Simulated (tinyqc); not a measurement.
Hall effect and magnetoresistance of several carrier groups with constant relaxation times: one step, computed by the program tinyqc. Command: `OMP_NUM_THREADS=1 python tinyqc.py 3021290 3021291 out.jsonl hall2 walk`. One thread of a shared host (Intel(R) Xeon(R) Processor @ 2.30GHz), about 0.01 s of CPU time with the checks.

Group 1 has charge -e and group 2 charge -e; s_i is that sign. B lies along z; mu B is formed with mu in m^2/(V s).

Problem. Conductivity of each group. sigma_xx = sum n_i e mu_i/(1 + mu_i^2 B^2); sigma_xy = sum s_i n_i e mu_i^2 B/(1 + mu_i^2 B^2).

Inputs (values chosen for the exercise, for a model conductor): density n1 = 3e+12 1/cm^2; mobility mu1 = 10000 cm^2/(V s); density n2 = 2e+13 1/cm^2; mobility mu2 = 280 cm^2/(V s); magnetic field B = 0.21 T.

Carriers: two electron groups. Densities: per area (a thin layer).

Constants: e = 1.602176634e-19 C.

Give: Parts (S); sigma_xx; sigma_xy; sigma at B = 0.

Solution.

Parts (S):
```
group       mu B   sigma_xx    sigma_xy
group 1     0.21   0.004604  -9.667e-04
group 2  0.00588  8.972e-04  -5.275e-06
```

sigma_xx = 0.005501 S

sigma_xy = -9.720e-04 S

sigma at B = 0 = 0.005704 S
